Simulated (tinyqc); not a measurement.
Electromigration in a confined line: Blech product, Korhonen stress evolution and Black's law: one step, computed by the program tinyqc. Command: `OMP_NUM_THREADS=1 python tinyqc.py 3005925 3005926 out.jsonl emigr walk`. One thread of a shared host (Intel(R) Xeon(R) Processor @ 2.30GHz), about 0.01 s of CPU time with the checks.

The electron wind pushes atoms from the cathode (x = 0) to the anode (x = L); blocking ends build a back stress (tension positive). The input rho is taken not to change with temperature. d sigma/dt = d/dx [kappa (d sigma/dx + G)], with zero flux at both ends and sigma = sigma_0 at t = 0.

Question. Series terms at the cathode. sigma(x, t) = sigma_0 + G L [1/2 - x/L - 4 sum_(m odd) cos(m pi x/L) exp(-m^2 pi^2 s)/(m pi)^2], s = t/tau, summed to m = 399. The terms at x = 0 are 4 exp(-m^2 pi^2 s)/(m pi)^2; tau = L^2/kappa.

Inputs (values chosen for the exercise, close to those used for cobalt lines): initial stress sigma_0 = 63 MPa; line length L = 52 um; test temperature T = 220 C; time as a fraction of L^2/kappa, s = 0.014.

Start: thermal stress.

stress gradient G = 25.95959 MPa/um

tau = 615826.1 h

Give: terms for m = 1, 3, 5, 7; cathode stress at time s; time t.

Answer.

terms for m = 1, 3, 5, 7: [0.35298, 0.012985, 5.1240e-04, 9.4875e-06]

cathode stress at time s = 243.23 MPa

time t = 8621.6 h
